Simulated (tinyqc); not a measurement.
# Elastic trap-assisted tunnelling through a dielectric, step by step

Computed by the program tinyqc: `OMP_NUM_THREADS=1 python tinyqc.py 2370010 2370011 out.jsonl`, one thread of a shared Intel Xeon 2.30GHz, about 0.04 s for the whole run. Printed values are rounded.

Emitter at x = 0 (Fermi level 0), collector at x = t (Fermi level -V), band edge U(x) = phi - F x, F = V/t. A trap at x has the energy E = U(x) - Et. With G(u) = (4/(3 F)) sqrt(mo/C) max(u, 0)^1.5, C = hbar^2/(2 m0): S1 = G(phi - E) - G(Et), S2 = G(Et) - G(phi - V - E), T1,2 = exp(-S1,2). The steady rate through one trap is nu T1 T2 (f1 - f2)/(T1 + T2), f1 = f(E), f2 = f(E + V), f(y) = 1/(1 + exp(y/Vt)); both contacts offer states at E.

Values chosen for this exercise; dielectric values close to those of silicon dioxide: temperature T = 350 K; barrier above the emitter Fermi level phi = 3.08 eV; tunnelling mass mo = 0.52 m0; thickness t = 4 nm; trap depth below the band edge of the dielectric Et = 2.64 eV; trap density Nt = 5.5e18 cm^-3; attempt frequency nu = 1e13 1/s; points of the grid n = 13; voltage V = 1.82 V; left end of the grid xa = 1.31 nm; right end of the grid xb = 2.31 nm.

Constants: q = 1.602176634e-19 C, kB = 1.380649e-23 J/K, hbar = 1.054571817e-34 J s, m0 = 9.1093837015e-31 kg, Vt = kB T/q, hbar^2/(2 m0) = 0.0380998212 eV nm^2. Results are converted to the units shown.

Range of the model: Phonon-assisted (inelastic) capture, chains of traps and a spread of trap depths are left out.

## Rate through a trap near the best position

n equally spaced x from xa to xb, where nearly all of the current flows; J = q Nt times the integral of the rate, by Simpson's rule.

x, point 0 to 12 (nm): [1.31000, 1.39333, 1.47667, 1.56000, 1.64333, 1.72667, 1.81000, 1.89333, 1.97667, 2.06000, 2.14333, 2.22667, 2.31000]
E, point 0 to 12 (eV): [-0.156050, -0.193967, -0.231883, -0.269800, -0.307717, -0.345633, -0.383550, -0.421467, -0.459383, -0.497300, -0.535217, -0.573133, -0.611050]
S1, point 0 to 12: [16.5837, 17.6946, 18.8119, 19.9357, 21.0658, 22.2023, 23.3450, 24.4941, 25.6493, 26.8108, 27.9785, 29.1523, 30.3322]
S2, point 0 to 12: [28.1954, 27.4579, 26.7106, 25.9538, 25.1875, 24.4119, 23.6271, 22.8332, 22.0303, 21.2185, 20.3979, 19.5686, 18.7306]
f1 - f2, point 0 to 12: [0.994370, 0.998392, 0.999542, 0.999870, 0.999963, 0.999989, 0.999997, 0.999999, 1.00000, 1.00000, 1.00000, 1.00000, 1.00000]
rate, point 0 to 12 (1/s): [5.65479, 11.8708, 25.0828, 53.3715, 113.293, 225.327, 312.458, 193.564, 70.6552, 22.6253, 7.06125, 2.18425, 0.671280]
J = 7.58613e-6 A/cm^2

A converged quadrature gives 7.701e-6 A/cm^2; this grid is 1.5 % below that. The rate peaks at x = 1.81 nm; traps sink below the emitter Fermi level beyond x = 0.967 nm.

## The best-placed trap against direct tunnelling

xs = 1.81 nm

At x = xs: E, S1, S2 and the occupation (T1 f1 + T2 f2)/(T1 + T2). Direct tunnelling at E = 0 has S = (4/(3 F)) sqrt(mo/C) [phi^1.5 - max(phi - V, 0)^1.5].

E = -0.383550 eV
S1 = 23.3450
S2 = 23.6271
occupation = 0.570058
S of direct tunnelling = 43.2069

The harder of the two steps has S = 23.6, 54.7 % of the direct exponent: the trap splits one long tunnelling path into two short ones.
